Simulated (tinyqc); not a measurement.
Chemically amplified photoresist: aerial image, acid generation, bake, development and line width: one step, computed by the program tinyqc.

Lines and spaces of pitch p with a two-beam-like image; x = 0 is the middle of the bright space. The resist is positive and treated as uniform in depth.

Question. Acid image and its blur. Dose E(x) = E [1 + c cos(2 pi x/p)]; acid h = 1 - exp(-C E(x)). Bake: the acid image is blurred by a Gaussian of variance sigma^2 = 2 D t (each Fourier term k of h, taken on 64 points, is multiplied by exp(-4 pi^2 k^2 D t/p^2)). Cosine coefficients: h(x) = sum_k h_k cos(2 pi k x/p).

Inputs (values chosen for the exercise, for a model resist at 13.5 nm): pitch p = 38 nm; image contrast c = 0.54; mean dose E = 19 mJ/cm^2; Dill parameter C = 0.02 cm^2/mJ; acid diffusivity D = 0.053 nm^2/s; bake time t = 45 s.

Give: diffusion length sigma = sqrt(2 D t); h_0 to h_4 before the bake; h_0 to h_4 after the blur; blur factor of the first harmonic.

Answer.

diffusion length sigma = sqrt(2 D t) = 2.184 nm

h_0 to h_4 before the bake: [0.3089, 0.1411, -0.0072, 0.0002, 0.0000]

h_0 to h_4 after the blur: [0.3089, 0.1322, -0.0056, 0.0001, 0.0000]

blur factor of the first harmonic = 0.9369

sigma/p = 0.057; the blur keeps 94 % of the modulation.
